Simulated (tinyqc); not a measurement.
# Inputs raised by 2 %, one at a time

Model: quasi-harmonic thermal expansion with mode Grueneisen parameters. Computed by tinyqc, a small Python program. Command: `OMP_NUM_THREADS=1 python tinyqc.py 3008195 3008196 out.jsonl qha sens`. One thread of a shared host (Intel(R) Xeon(R) Processor @ 2.30GHz), about 0.06 s of CPU time with the checks.

A crystal with two atoms a cell; per atom there are 1 transverse acoustic (TA), 1/2 longitudinal acoustic (LA) and 3/2 optical (O) modes. Every frequency of group i scales as nu_i (V/V0)^(-gamma_i). Each group has one frequency. Static energy: E = (9 V0 B0/16) [y^3 B' + y^2 (2 - 4 y)], y = (V0/V)^(2/3) - 1, with pressure P_s = (3 B0/2) (z^7 - z^5) [1 + (3/4)(B' - 4)(z^2 - 1)], z = (V0/V)^(1/3).

Inputs (values chosen for the exercise, modelled on germanium):

| quantity | value | unit |
|---|---|---|
| static volume V0 | 22.6 | angstrom^3/atom |
| static bulk modulus B0 | 75.4 | GPa |
| static B' | 4.79 | - |
| frequency nu_TA | 2.51 | THz |
| frequency nu_LA | 6.16 | THz |
| frequency nu_O | 8.68 | THz |
| Grueneisen parameter gamma_TA | -0.71 | - |
| Grueneisen parameter gamma_LA | 1.1 | - |
| Grueneisen parameter gamma_O | 1.3 | - |
| temperature T | 50 | K |
| step factor f | 1.2 | - |

Acoustic groups: Einstein.

Constants: h x 1 THz = 4.135667696 meV; k_B = 8.617333262e-05 eV/K; 1 eV/angstrom^3 = 160.2176634 GPa.

Method:
- For a mode with x = h nu/(k_B T), n = 1/(exp(x) - 1): U = h nu (n + 1/2), C/k_B = x^2 n (n + 1); U_i and C_i sum these over group i with its weight per atom.
- Phonon pressure P_ph = sum_i gamma_i U_i/V.
- gamma_th = sum gamma_i C_i / sum C_i; volume expansion coefficient alpha_V = gamma_th C k_B/(B0 V0); linear coefficient alpha_V/3; first-order volume change P_ph/B0.
- Start at V0 and step V(new) = V [1 + f (P_s + P_ph)/B0]; stop when |P_s + P_ph| < 1e-8 GPa, after 60 steps, or when V leaves 0.7 to 1.3 V0.
- B_T = -V d(P_s + P_ph)/dV at fixed T (central difference, step 1e-4 V); alpha_V = sum gamma_i C_i k_B/(B_T V), all at V(T); the linear coefficient is alpha_L = alpha_V/3.
- C_P - C_V = alpha_V^2 B_T V T; the optical frequency is nu_O (V/V0)^(-gamma_O).
- At T = 0, U_i is the zero-point energy (h nu/2 a mode); solve P_s + P_ph = 0.

Runs:

| input moved | from | to | linear expansion coefficient (ppm/K) | volume change from V0 (%) | zero-point volume change (%) | gamma_th at V0 |
|---|---|---|---|---|---|---|
| base run | - | - | -0.97562 | 0.35453 | 0.36087 | -0.51574 |
| static volume V0 (angstrom^3/atom) | 22.6 | 23.052 | -0.95655 | 0.34757 | 0.35378 | -0.51574 |
| static B' | 4.79 | 4.8858 | -0.97596 | 0.35459 | 0.36093 | -0.51574 |
| frequency nu_TA (THz) | 2.51 | 2.5602 | -0.95410 | 0.35405 | 0.36017 | -0.51261 |
| frequency nu_O (THz) | 8.68 | 8.8536 | -0.98640 | 0.36111 | 0.36748 | -0.52351 |
| Grueneisen parameter gamma_TA | -0.71 | -0.7242 | -0.99977 | 0.35369 | 0.36017 | -0.52847 |
| Grueneisen parameter gamma_O | 1.3 | 1.326 | -0.97362 | 0.36111 | 0.36744 | -0.51481 |
| temperature T (K) | 50 | 51 | -0.97335 | 0.35424 | 0.36087 | -0.50182 |

Exponents ln(y'/y) / ln(x'/x):

| input | linear expansion coefficient | volume change from V0 | zero-point volume change | gamma_th at V0 |
|---|---|---|---|---|
| static volume V0 | -0.997 | -1.002 | -1.002 | 0.000 |
| static B' | 0.017 | 0.009 | 0.009 | 0.000 |
| frequency nu_TA | -1.127 | -0.068 | -0.098 | -0.308 |
| frequency nu_O | 0.554 | 0.929 | 0.916 | 0.755 |
| Grueneisen parameter gamma_TA | 1.235 | -0.120 | -0.098 | 1.232 |
| Grueneisen parameter gamma_O | -0.104 | 0.928 | 0.912 | -0.091 |
| temperature T | -0.118 | -0.042 | 0.000 | -1.382 |

Which inputs matter most for each result?

Among the inputs moved here: linear expansion coefficient answers most in size to Grueneisen parameter gamma_TA (exponent +1.235), next to frequency nu_TA (-1.127). Its exponent -0.997 in static volume V0: alpha_L = gamma C/(3 B V). Volume change from V0 answers most in size to static volume V0 (exponent -1.002), next to frequency nu_O (+0.929). Zero-point volume change answers most in size to static volume V0 (exponent -1.002), next to frequency nu_O (+0.916); its exponent is below 0.0005 for temperature T. gamma_th at V0 answers most in size to temperature T (exponent -1.382), next to Grueneisen parameter gamma_TA (+1.232); its exponent is below 0.0005 for static volume V0, static B'.
